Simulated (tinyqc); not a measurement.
Switching kinetics of a ferroelectric film and the memory window of a ferroelectric gate stack: one step, computed by the program tinyqc. Command: `OMP_NUM_THREADS=1 python tinyqc.py 3000111 3000112 out.jsonl feswitch walk`. One thread of a shared host (Intel(R) Xeon(R) Processor @ 2.30GHz), about 0.01 s of CPU time with the checks.

Fields in MV/cm; 1 microcoulomb/cm^2 over eps_0 is 11.29409 MV/cm. In the stack (metal, ferroelectric, interlayer, channel) the channel is taken as a conductor.

Problem. Memory window. Saturated branches: P(E) = P_s tanh[(E -/+ E_c)/(2 delta)], delta = E_c/ln[(1 + P_r/P_s)/(1 - P_r/P_s)]; D = P + eps_0 eps_F E. At threshold the channel charge is negligible, so D = 0 on each branch: (1 - s) P(E) + eps_0 eps_F E = 0, with the screened share s. The rising branch has the root E0 between 0 and E_c; window = 2 E0 t_F; its upper bound is 2 E_c t_F.

Inputs (values chosen for the exercise, for a model hafnia-based film):
```
quantity                                 value               unit
saturation polarisation P_s                 29  microcoulomb/cm^2
ratio P_r/P_s                             0.72                  -
coercive field E_c                        0.71              MV/cm
permittivity of the ferroelectric eps_F     43                  -
thickness t_F                               16                 nm
share s of P screened by trapped charge   0.67                  -
```

delta = 0.3911221 MV/cm

Give: field E0; memory window; bound 2 E_c t_F; fixed-charge estimate 2 (1 - s) P_r t_F/(eps_0 eps_F).

Solution.

field E0 = 0.53946 MV/cm

memory window = 1.7263 V

bound 2 E_c t_F = 2.272 V

fixed-charge estimate 2 (1 - s) P_r t_F/(eps_0 eps_F) = 5.7913 V

Charge and coercive field both limit the window.
